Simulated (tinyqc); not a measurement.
Reverse leakage of an n+-p junction: diffusion, generation, trap-assisted and band-to-band tunnelling: leakage components against the temperature.

One-sided abrupt junction in the depletion approximation, x from the junction (0) to W on the p side, field F = F0 (1 - x/W). Flat quasi-Fermi levels, long p side. Traps generate through SRH with both lifetimes shortened by 1 + Gamma (Hurkx enhancement, form for moderate fields); band-to-band generation is local and needs a total bending above Eg.

Nc and Nv are given at 350 K and scale as (T/350 K)^1.5; all else is held fixed. ni = sqrt(Nc Nv) exp(-Eg/(2 Vt)), Eg in volts; Vbi = Vt ln(Na Nd/ni^2); W = sqrt(2 eps0 eps_r (Vbi + VR)/(q Na)); F0 = 2 (Vbi + VR)/W; FG = sqrt(24 mt m0 (kB T)^3)/(q hbar); J_diff = q ni^2 sqrt(Dn/tau)(1 - exp(-VR/Vt))/Na. u = (Vbi + VR)(1 - x/W)^2, p = Na exp(-u/Vt), n = Nd exp((u - Vbi - VR)/Vt); G0 = ni^2 (1 - exp(-VR/Vt))/(tau (n + p + 2 ni cosh(Et/Vt))); Gamma = 2 sqrt(3 pi)(F/FG) exp((F/FG)^2); trap-assisted part G0 Gamma; G_bb = Ab F^2.5 exp(-Bb/F) with F in V/cm, zero unless Vbi + VR > Eg. Currents are q times the integrals over 0 to W; J_bb under 1e-8 of J is printed as 0; rows with F0/FG above 2.2, beyond the range of this Gamma, are left out.

Inputs (values chosen for the exercise); band and dielectric values close to those of silicon:
```
symbol    value                 unit                                                         meaning
Eg         1.11                   eV                                                        band gap
eps_r      11.8                                                                relative permittivity
Nc      3.47e19                cm^-3  conduction-band density of states at the reference temperature
Nv      3.33e19                cm^-3     valence-band density of states at the reference temperature
Na       3.1e17                cm^-3                            acceptor density of the lighter side
Nd         1e19                cm^-3                               donor density of the heavier side
tau        3e-7                    s                     SRH lifetime of both carriers at zero field
Et            0                   eV                            trap level above the intrinsic level
mt         0.25                   m0                                                 tunnelling mass
Dn          7.2               cm^2/s              electron diffusion coefficient on the lighter side
Ab       6.1e14  cm^-0.5 V^-2.5 s^-1                                          band-to-band prefactor
Bb       1.81e7                 V/cm                                     band-to-band field constant
VR          2.4                    V                                                    reverse bias
```

Constants: q = 1.602176634e-19 C, kB = 1.380649e-23 J/K, hbar = 1.054571817e-34 J s, m0 = 9.1093837015e-31 kg, Vt = kB T/q, eps0 = 8.8541878128e-14 F/cm where lengths are in cm. Results are converted to the units shown.

Results:
```
T (K),F0 (kV/cm),F0/FG,J_diff (A/cm^2),J_SRH (A/cm^2),J_TAT (A/cm^2),J_bb (A/cm^2),J (A/cm^2),largest part
250,569,2.03,4.48e-17,2.37e-10,1.98e-8,1.20e-10,2.01e-8,trap-assisted tunnelling
280,567,1.71,1.57e-14,4.47e-9,1.47e-7,1.07e-10,1.52e-7,trap-assisted tunnelling
310,565,1.46,1.83e-12,4.87e-8,8.61e-7,9.56e-11,9.10e-7,trap-assisted tunnelling
340,563,1.27,9.44e-11,3.53e-7,4.00e-6,8.46e-11,4.35e-6,trap-assisted tunnelling
370,561,1.11,2.63e-9,1.88e-6,1.52e-5,7.45e-11,1.71e-5,trap-assisted tunnelling
430,557,0.881,5.31e-7,2.73e-5,1.35e-4,5.69e-11,1.63e-4,trap-assisted tunnelling
```

Estimate the missing row, T = 400 K.

Computed row:
```
T (K),F0 (kV/cm),F0/FG,J_diff (A/cm^2),J_SRH (A/cm^2),J_TAT (A/cm^2),J_bb (A/cm^2),J (A/cm^2),largest part
400,559,0.985,4.52e-8,7.88e-6,4.87e-5,6.53e-11,5.66e-5,trap-assisted tunnelling
```

With this row back in the table: J rises from 2.01e-8 to 1.63e-4 A/cm^2. Trap-assisted tunnelling leads at T = 250 and in all other rows. Activation energies over the table: 1.19 eV for diffusion (Eg = 1.11 eV, raised by the T^3 of ni^2), 0.600 eV for SRH generation (Eg/2 + |Et| = 0.555 eV), 0.455 eV for the trap-assisted part, lower since Gamma grows on cooling; the total shows 0.407 eV at the cold end and 0.523 eV at the hot end.

Program tinyqc, `OMP_NUM_THREADS=1 python tinyqc.py 2290003 2290004 out.jsonl`; Intel Xeon 2.30GHz, shared host, one thread, about 0.01 s.
